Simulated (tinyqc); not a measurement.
Surface potential of a MOS transistor: implicit equation and explicit approximations: one step of the calculation.

p-type body, charge-sheet picture, depletion and inversion only, full ionisation (an idealisation for deep acceptors), Boltzmann statistics (rough once Na exp(x - xn) passes about Nc/7). In units of Vt: xg = (Vg - Vfb)/Vt, x = psi/Vt, G = gamma/sqrt(Vt), xn = (2 phiF + Vc)/Vt. The implicit equation is (xg - x)^2 = G^2 [x - 1 + exp(x - xn)] for x above about 3. Cox = eps0 eox/tox.

Task. Scales. ni = sqrt(Nc Nv) exp(-Eg/(2 Vt)), Eg in volts; phiF = Vt ln(Na/ni); gamma = sqrt(2 q eps0 eps_r Na)/Cox; VT = Vfb + Vt (xn + G sqrt(xn - 1)).

Inputs (values chosen for the exercise); band and dielectric values close to those of silicon: temperature T = 400 K; band gap Eg = 1.11 eV; relative permittivity eps_r = 11.5; conduction-band density of states at T Nc = 4.23e19 cm^-3; valence-band density of states at T Nv = 4.05e19 cm^-3; relative permittivity of the gate insulator (close to zirconium oxide) eox = 25.3; insulator thickness tox = 6.6 nm; acceptor density Na = 1.5e18 cm^-3; flat-band voltage Vfb = -0.96 V; channel-body voltage Vc = 0 V; gate-body voltage Vg = -0.11 V.

Constants: q = 1.602176634e-19 C, kB = 1.380649e-23 J/K, Vt = kB T/q, eps0 = 8.8541878128e-14 F/cm where lengths are in cm. Results are converted to the units shown.

Wanted: phiF; gamma; G; xn; VT; xg.

Result.

phiF = 0.4406 V
gamma = 0.2061 V^0.5
G = 1.110
xn = 25.57
VT = 0.1110 V
xg = 24.66

Computed by the program tinyqc: `OMP_NUM_THREADS=1 python tinyqc.py 2122116 2122117 out.jsonl`, one thread of a shared Intel Xeon 2.30GHz, about 0.01 s for the whole run.
